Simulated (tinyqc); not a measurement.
Inside a calculation: density of states of one tight-binding band on the square lattice. Values are carried at full precision from step to step, so a last printed digit may differ when a step is redone from the rounded ones.

E(k) = -2 t (c1 + c2) - 4 t2 c1 c2 with ci = cos(2 pi ki); k in fractions of the reciprocal vectors, mesh k_i = j/N with j = 0 .. N-1. Densities are per cell and per spin, so the band holds one state.

Values chosen for the exercise:
- t = 2.09 eV (nearest hopping)
- t2 = -0.35 eV (second hopping)
- N = 5 (mesh points along each axis)
- bins = 8 (bins of the histogram)
- E_lo = -7.013 eV (lower end of the histogram)
- E_hi = 9.817 eV (upper end)
- E = 6.91 eV (energy at which the density is wanted)
- sigma = 1.045 eV (Gaussian width)

## Energies on the mesh

Evaluate the band at all 25 points and collect equal values.

Distinct energies:

| E_k (eV) | points |
|---|---|
| -6.9600 | 1 |
| -5.0391 | 4 |
| -2.4497 | 4 |
| -1.9309 | 4 |
| 1.7400 | 8 |
| 7.6797 | 4 |

The 25 points give 6 distinct energies between -6.9600 and 7.6797 eV; a dense mesh gives a band from -6.960 to 9.760 eV.

## Histogram

Count the points in equal bins from E_lo to E_hi; g = count/(all points x bin width).

Histogram:

| from (eV) | to (eV) | points | g (1/eV) |
|---|---|---|---|
| -7.0130 | -4.9093 | 5 | 0.0951 |
| -4.9093 | -2.8055 | 0 | 0.0000 |
| -2.8055 | -0.7017 | 8 | 0.1521 |
| -0.7017 | 1.4020 | 0 | 0.0000 |
| 1.4020 | 3.5057 | 8 | 0.1521 |
| 3.5057 | 5.6095 | 0 | 0.0000 |
| 5.6095 | 7.7133 | 4 | 0.0761 |
| 7.7133 | 9.8170 | 0 | 0.0000 |

Empty bins: 4 of 8; the fullest holds 8 points. Empty bins inside the band come from the coarse mesh, not from gaps.

## Gaussian broadening at one energy

Gaussian broadening: g(E) = mean over the mesh of exp(-(E - E_k)^2/(2 sigma^2))/(sigma sqrt(2 pi)), n(E) = mean of erfc((E_k - E)/(sigma sqrt 2))/2.

Sum over the distinct energies with their counts.

n(E) = 0.8769
g(E) = 0.0466 1/eV

## One triangle of the mesh

For corner energies e1 <= e2 <= e3 and eij = ei - ej, the share of the triangle below E is n = (E - e1)^2/(e21 e31) for e1 < E < e2 and n = 1 - (e3 - E)^2/(e31 e32) for e2 < E < e3; its density of states is g = dn/dE.

corner energies, sorted (eV): -2.4497  1.7400  7.6797

Find its share below E and its density of states at E.

n = 0.9902
g = 0.0256 1/eV

E lies between corners 2 and 3.

## Sum over all linear triangles

Each square of the mesh is cut along (i, j)-(i+1, j+1) into two triangles. For corner energies e1 <= e2 <= e3 and eij = ei - ej, the share of the triangle below E is n = (E - e1)^2/(e21 e31) for e1 < E < e2 and n = 1 - (e3 - E)^2/(e31 e32) for e2 < E < e3; its density of states is g = dn/dE.

Average n and g over all pieces of the mesh. The reference uses the same method with N = 240.

n(E) = 0.9378
g(E) = 0.0307 1/eV
reference n(E) = 0.911
reference g(E) = 0.034 1/eV

On this mesh the linear method errs by -0.003 1/eV in g and +0.026 in n; the Gaussian sum erred by +0.012 and -0.034.

## Checks

- States below the top of the band by the linear method against one: both 1.000000.

tinyqc: `OMP_NUM_THREADS=1 python tinyqc.py 1682774 1682775 out.jsonl`; about 0.08 s, one thread, shared Intel(R) Xeon(R) Processor @ 2.30GHz.
